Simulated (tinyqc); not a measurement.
Worked calculation: Hubbard chain of 5 sites. Computed by tinyqc, a small Python program that keeps every step. Settings: hopping = 0.95, U = 4.8, mixing = 1, iteration cap = 76. Command: `OMP_NUM_THREADS=1 python tinyqc.py 30211 30212 out.jsonl` (the two numbers bound the seeds that draw the settings). One thread of a shared host (Intel(R) Xeon(R) Processor @ 2.60GHz), about 0.2 s of CPU time with the checks. Later iterations appear only in the table of the cycle.

## Mean-field iteration 1

one-body matrix (hopping and site energies) (eV), lower triangle:
```
,1,2,3,4,5
1,-0.4500
2,-0.9500,-0.3000
3,0.0000,-0.9500,0.3400
4,0.0000,0.0000,-0.9500,-0.9600
5,0.0000,0.0000,0.0000,-0.9500,-0.6800
```

U = 4.8000 eV

electrons, up and down: 3  2

mixing = 1

n(up) at the start (a guess, not normalised): 1 0.9000, 2 0.3000, 3 0.9000, 4 0.3000, 5 0.9000

n(down) at the start (a guess): 1 0.1000, 2 0.7000, 3 0.1000, 4 0.7000, 5 0.1000

H(up) = T + U n(down), H(down) = T + U n(up); fill the lowest levels; n(new) = n + mixing (n(out) - n); E = tr T (rho up + rho down) + U sum n_up n_down of the output.

levels, up (eV): -0.6189  -0.3083  0.3905  2.9126  3.7340

levels, down (eV): -0.0117  0.6969  3.8434  4.1075  5.1539

energy = -3.4182 eV

n(up) after iteration 1: 1 0.9360, 2 0.1353, 3 0.8176, 4 0.1834, 5 0.9276

n(down) after iteration 1: 1 0.0770, 2 0.8789, 3 0.0777, 4 0.9025, 5 0.0638

## Mean-field iteration 2

As before.

levels, up (eV): -0.6569  -0.3462  0.3441  3.7595  4.4495

levels, down (eV): -0.5451  -0.0007  3.9202  4.2003  4.7753

energy = -3.5255 eV

n(up) after iteration 2: 1 0.9576, 2 0.0927, 3 0.8823, 4 0.1128, 5 0.9546

n(down) after iteration 2: 1 0.0490, 2 0.9117, 3 0.0722, 4 0.9206, 5 0.0465

## Mean-field iteration 3

As before.

levels, up (eV): -0.7244  -0.4560  0.3127  3.8442  4.5735

levels, down (eV): -0.8219  -0.1956  4.0525  4.3077  5.0074

energy = -3.5348 eV

n(up) after iteration 3: 1 0.9621, 2 0.0849, 3 0.8885, 4 0.1070, 5 0.9576

n(down) after iteration 3: 1 0.0435, 2 0.9236, 3 0.0597, 4 0.9344, 5 0.0388

## Convergence

Each step fills the lowest levels of T + U n(other spin) and sets n(new) = n + mixing (n(out) - n); stop when output and input agree to 1e-8.

Course of the cycle:
```
iteration,E (eV),largest |n(out) - n(in)|,mean |n_up - n_down|
1,-3.418178,2.03e-01,0.7851
2,-3.525455,7.06e-02,0.8507
3,-3.534842,1.38e-02,0.8665
4,-3.535474,5.40e-03,0.8708
5,-3.535513,8.29e-04,0.8717
6,-3.535515,3.30e-04,0.8720
7,-3.535515,4.97e-05,0.8721
8,-3.535515,1.96e-05,0.8721
9,-3.535515,2.95e-06,0.8721
10,-3.535515,1.16e-06,0.8721
11,-3.535515,1.75e-07,0.8721
12,-3.535515,6.88e-08,0.8721
13,-3.535515,1.04e-08,0.8721
14,-3.535515,4.08e-09,0.8721
```

local moments n_up - n_down: 1 0.9213, 2 -0.8450, 3 0.8372, 4 -0.8352, 5 0.9216

Converged in 14 iterations. Before convergence this energy mixes input and output and is not variational, so it may rise towards its limit.

## Exact diagonalisation (100 states)

Lowest levels of the sector, and the double occupancy of the lowest state.

lowest levels (eV): -4.0119  -3.5536  -3.2779  -3.1862  -2.9417  -2.6423

double occupancy per site = 0.0652

The mean-field solution above lies 0.4763 eV above the exact energy.

## The lowest level by Lanczos steps

From a random start vector (not printed): a_j = <q_j|H|q_j>, b_j = norm of the remainder after orthogonalising; the Ritz value is the lowest eigenvalue of the tridiagonal matrix of a and b so far.

Lanczos:
```
j,a_j (eV),b_j (eV),lowest Ritz value (eV)
1,0.8020,4.1054,0.802039
2,1.8189,3.7435,-2.826328
3,4.2988,3.4624,-3.688725
4,4.0515,3.4957,-3.881299
5,2.9746,3.7023,-3.946838
6,3.3998,3.7552,-3.981683
7,3.6845,3.0475,-4.002214
8,4.7129,3.4513,-4.007887
9,4.1614,4.1050,-4.009418
10,2.2345,4.0307,-4.010522
```
